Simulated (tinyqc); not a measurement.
Holstein polaron on two sites: one step, computed by the program tinyqc.

One electron on sites 1 and 2: H = -t (c1+ c2 + c2+ c1) + hbar omega sum_i b_i+ b_i - g hbar omega sum_i n_i (b_i + b_i+). The symmetric phonon shifts the energy by -g^2 hbar omega/2 and drops out; with b = (b_1 - b_2)/sqrt(2) there remains H = -t sigma_x + hbar omega b+ b - (g hbar omega/sqrt(2)) sigma_z (b + b+). Parity splits it into blocks p = +1 and -1 over phonon numbers n. Zero-point energies are left out. Weights Z refer to mode b alone; the displaced symmetric mode multiplies the full zero-phonon weight by exp(-g^2/2).

Task: Levels in the small basis. Diagonalise H; the eigenvector has its largest component positive; Z is the weight of n = 0.

H, even block (meV), lower triangle (symmetric):
```
          1         2         3         4         5         6
1  -12.7645
2   -9.3625   34.1355
3    0.0000  -13.2406   42.6355
4    0.0000    0.0000  -16.2164   89.5355
5    0.0000    0.0000    0.0000  -18.7250   98.0355
6    0.0000    0.0000    0.0000    0.0000  -20.9352  144.9355
```

Give: levels; lowest eigenvector; Z in the small basis.

Result:

levels (meV): -14.7  24.1  48.4  76.1  108.9  153.7

lowest eigenvector: 0.9784  0.2008  0.0486  0.0078  0.0013  0.0002

Z in the small basis = 0.9573
